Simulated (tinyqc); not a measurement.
Raman line shape of confined optical phonons and breathing modes of small crystals. Changing the natural width Gamma_0. Computed by tinyqc, a small Python program. Command: `OMP_NUM_THREADS=1 python tinyqc.py 3010770 3010771 out.jsonl confine sweep`. One thread of a shared host (Intel(R) Xeon(R) Processor @ 2.30GHz), about 0.04 s of CPU time with the checks.

Confinement in 1 direction(s) lets phonons with q away from zero scatter light. q is in units of 2 pi/a, from 0 to 1, and the branch is isotropic: omega(q)^2 = (omega_0^2 + omega_X^2)/2 + ((omega_0^2 - omega_X^2)/2) cos(pi q). The model and its constant beta are phenomenological; beta = 8 is the common choice.

Inputs (values chosen for the exercise, modelled on germanium):
```
quantity                                value      unit
bulk frequency omega_0                  300.8      1/cm
frequency at the zone boundary omega_X    245      1/cm
lattice constant a                      5.658  angstrom
size L                                    6.1        nm
confinement constant beta                   3         -
probe offset omega - omega_0              -14      1/cm
```

Shape: film.

Method:
- Weight W(q) = q^0 exp(-(2 L q/a)^2/(2 beta)) dq, that is exp(-k^2 L^2/(2 beta pi^2)) for k = 2 pi q/a.
- I(omega) = int W(q) / [(omega - omega(q))^2 + (Gamma_0/2)^2] dq / int W dq x (Gamma_0/2)^2, by 400 Gauss-Legendre points on 0 < q < min(1, 2.5 a sqrt(2 beta)/L).
- Bulk Lorentzian 1/(1 + (2 offset/Gamma)^2); mean shift = weighted mean of omega(q) less the bulk frequency.
- The peak is the maximum of I; the width is taken between the half-maximum points, and the asymmetry is the low-side half-width over the high-side one.

One run for each value:
```
natural width Gamma_0 (1/cm)  peak shift (1/cm)  asymmetry  full width (1/cm)  mean shift, from the weights (1/cm)
0.8                                    -0.17371     1.8678             1.3754                             -0.79640
1.2                                    -0.23462     1.6420             1.8521                             -0.79640
1.8                                    -0.30795     1.4533             2.5088                             -0.79640
2.7                                    -0.39128     1.3027             3.4345                             -0.79640
4.1                                    -0.48234     1.1856             4.8183                             -0.79640
6.2                                    -0.57004     1.1042             6.8554                             -0.79640
9.3                                    -0.64560     1.0528             9.8552                             -0.79640
14.0                                   -0.70520     1.0234            14.4350                             -0.79640
```

What does the table show, and why?

Over the rows, peak shift (1/cm) falls from -0.174 to -0.705 (exponent d ln y / d ln x 0.74 between the first rows and 0.22 between the last); asymmetry falls from 1.87 to 1.02 (exponent d ln y / d ln x -0.32 between the first rows and -0.069 between the last); full width (1/cm) rises from 1.38 to 14.4 (exponent d ln y / d ln x 0.73 between the first rows and 0.93 between the last). A broad natural line averages over the spread of omega(q): the peak moves towards the mean shift and the asymmetry fades.

Extremes, crossings and ranges named in words are read from the listed rows.
